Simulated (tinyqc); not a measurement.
Effective mass of the heavy-hole band from tabulated energies: one step. The non-parabolic form. Five cases, with inputs chosen for the exercise.

Task: E (1 + alpha E) = c k^2/m means that y = c k^2/E is a straight line in E with intercept m and slope m alpha. Fit the line by unweighted least squares over points 1 to 8, E in eV.

c = hbar^2/2m0.
Constants: hbar^2/2m0 = 3.80998211 eV angstrom^2.

Case 1.

Energies along [110], from the band edge downward:
```
k (1/angstrom),E (meV)
0.0000000,0.000000
0.0120000,0.835300
0.0240000,3.313400
0.0360000,7.351700
0.0480000,12.814400
0.0600000,19.516800
0.0720000,27.234100
0.0840000,35.715300
0.0960000,44.702900
```

reference mass (curvature of the model at k = 0.0001 1/angstrom) = 0.6550150 m0

Case 2.

Energies along [110], from the band edge downward:
```
k (1/angstrom),E (meV)
0.0000000,0.000000
0.0180000,1.784000
0.0360000,7.129400
0.0540000,16.016400
0.0720000,28.412100
0.0900000,44.270600
0.1080000,63.533200
0.1260000,86.129000
0.1440000,111.975400
```

reference mass (curvature of the model at k = 0.0001 1/angstrom) = 0.6917357 m0

Case 3.

Energies along [110], from the band edge downward:
```
k (1/angstrom),E (meV)
0.0000000,0.000000
0.0110000,1.227300
0.0220000,4.848000
0.0330000,10.680900
0.0440000,18.431600
0.0550000,27.712400
0.0660000,38.080900
0.0770000,49.096000
0.0880000,60.379900
```

reference mass (curvature of the model at k = 0.0001 1/angstrom) = 0.3740830 m0

Case 4.

Energies along [110], from the band edge downward:
```
k (1/angstrom),E (meV)
0.0000000,0.000000
0.0095000,0.509000
0.0190000,2.025800
0.0285000,4.519300
0.0380000,7.938100
0.0475000,12.211400
0.0570000,17.250300
0.0665000,22.950000
0.0760000,29.194000
```

reference mass (curvature of the model at k = 0.0001 1/angstrom) = 0.6743410 m0

Case 5.

Energies along [110], from the band edge downward:
```
k (1/angstrom),E (meV)
0.0000000,0.000000
0.0300000,4.953000
0.0600000,19.761000
0.0900000,44.271800
0.1200000,78.233400
0.1500000,121.299500
0.1800000,173.040000
0.2100000,232.959500
0.2400000,300.526600
```

reference mass (curvature of the model at k = 0.0001 1/angstrom) = 0.6917126 m0

Give: y; m; alpha.

Result:

Case 1.

y (m0): 0.65681  0.66233  0.67165  0.68503  0.70278  0.72523  0.75271  0.78547

m = 0.65045 m0
alpha = 4.450 1/eV

The intercept errs by -0.70 %. For this band the scale of alpha is set by Dso = 0.338 eV as well as by the gap.

Case 2.

y (m0): 0.69195  0.69259  0.69366  0.69516  0.69710  0.69947  0.70229  0.70555

m = 0.69168 m0
alpha = 0.178 1/eV

The intercept errs by -0.01 %. For this band the scale of alpha is set by Dso = 0.918 eV as well as by the gap.

Case 3.

y (m0): 0.37563  0.38037  0.38846  0.40019  0.41589  0.43582  0.46011  0.48865

m = 0.36869 m0
alpha = 5.098 1/eV

The intercept errs by -1.44 %. For this band the scale of alpha is set by Dso = 0.287 eV as well as by the gap.

Case 4.

y (m0): 0.67554  0.67894  0.68476  0.69306  0.70395  0.71759  0.73415  0.75380

m = 0.67254 m0
alpha = 4.025 1/eV

The intercept errs by -0.27 %. For this band the scale of alpha is set by Dso = 0.347 eV as well as by the gap.

Case 5.

y (m0): 0.69230  0.69409  0.69708  0.70128  0.70672  0.71338  0.72124  0.73023

m = 0.69142 m0
alpha = 0.185 1/eV

The intercept errs by -0.04 %. For this band the scale of alpha is set by Dso = 0.923 eV as well as by the gap.

Computed by tinyqc, one run a case: `OMP_NUM_THREADS=1 python tinyqc.py N N+1 out.jsonl` with N = 1880280, 1880660, 1880760, 1880839, 1881039; one thread of a shared Intel(R) Xeon(R) Processor @ 2.30GHz, about 0.01 s a run at most.
